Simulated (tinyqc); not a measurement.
Nucleation and growth against temperature: classical nucleation, growth and JMAK kinetics of crystallisation from a melt or glass. Computed by tinyqc, a small Python program. Command: `OMP_NUM_THREADS=1 python tinyqc.py 3018702 3018703 out.jsonl nucl walk`. One thread of a shared host (Intel(R) Xeon(R) Processor @ 2.30GHz), about 0.01 s of CPU time with the checks.

A spherical nucleus cap on a flat wall with a sharp interface of isotropic energy gamma; lambda = Omega^(1/3) is the jump distance.

Inputs (values chosen for the exercise, for a model substance): melting point T_m = 950 K; heat of melting per volume H = 644 J/cm^3; interface energy gamma = 0.0878 J/m^2; atomic volume Omega = 22.2 angstrom^3; diffusion prefactor D0 = 3.6e-05 m^2/s; activation energy Q = 1.37 eV; contact angle theta = 50 degrees; wall area per volume S_v = 5e+07 1/m.

Nucleation: on a flat wall. Driving force: Thompson-Spaepen.

Constants: k_B = 1.380649e-23 J/K; k_B = 8.617333262e-05 eV/K.

Method:
- Driving force per volume: dG = H [(T_m - T)/T_m] [2 T/(T_m + T)].
- Shape factor f = (2 + cos theta)(1 - cos theta)^2/4.
- W(r) = f [4 pi r^2 gamma - (4/3) pi r^3 dG]; r* = 2 gamma/dG; W* = f 16 pi gamma^3/(3 dG^2); n* = f (4/3) pi r*^3/Omega.
- D = D0 exp(-Q/(k_B T)); attachment rate k+ = (A*/lambda^2) D/lambda^2 with A* = 2 pi r*^2 (1 - cos theta); Zeldovich factor Z = sqrt(W*/(3 pi k_B T))/n*; sites per volume N = S_v/lambda^2; I = N Z k+ exp(-W*/(k_B T)); lag time = 1/(4 pi Z^2 k+).
- Growth (Wilson-Frenkel): u = (D/lambda) [1 - exp(-dG Omega/(k_B T))].
- JMAK with steady nucleation and growth, nuclei spread at random: extended fraction X_e = (pi/3) I u^3 t^4, X = 1 - exp(-X_e); t_X = [-3 ln(1 - X)/(pi I u^3)]^(1/4); final grains per volume = Gamma(5/4) (3/pi)^(1/4) (I/u)^(3/4), Gamma(5/4) = 0.9064024771.
- Grain size = (grains per volume)^(-1/3). Rows are kept where W*/(k_B T) < 70.

Rates:
```
T (K)  W*/(k_B T)  I (1/(m^3 s))     u (m/s)   t_0.5 (s)  grain size (micrometre)
475         3.164     4.4933e+25  1.9266e-10  6.7369e+00               1.4926e-03
522         3.133     8.9994e+26  3.5655e-09  3.5691e-01               1.4634e-03
570         3.255     9.9089e+27  4.1475e-08  3.1107e-02               1.4837e-03
618         3.560     6.1185e+28  3.1847e-07  4.2780e-03               1.5668e-03
665         4.113     2.0895e+29  1.6947e-06  8.9820e-04               1.7505e-03
712         5.090     3.6868e+29  6.8956e-06  2.7202e-04               2.1571e-03
760         6.951     2.2723e+29  2.2664e-05  1.2577e-04               3.2780e-03
808        10.946     1.4062e+28  5.8939e-05  1.2313e-04               8.3461e-03
846        18.555     1.6496e+25  1.0477e-04  4.3219e-04               5.2073e-02
874        32.502     2.5979e+19  1.4006e-04  9.8132e-03               1.5806e+00
```

Among these rows I peaks at 712 K, u at 874 K and the change is fastest at 808 K, between the two. Growth has no barrier W*, so it peaks nearer T_m than nucleation. The grain size goes as (u/I)^(1/4), from 0.0015 micrometre at the lowest T to 1.6 at the highest. Caution: in the coldest rows the nucleus has under 20 atoms or the barrier is under 10 k_B T, where the capillary model and steady rates are only a guide. Caution: in some rows the lag time is not small against the half time, so steady nucleation overstates the speed there.

Extremes, crossings and ranges named in words are read from the listed rows.
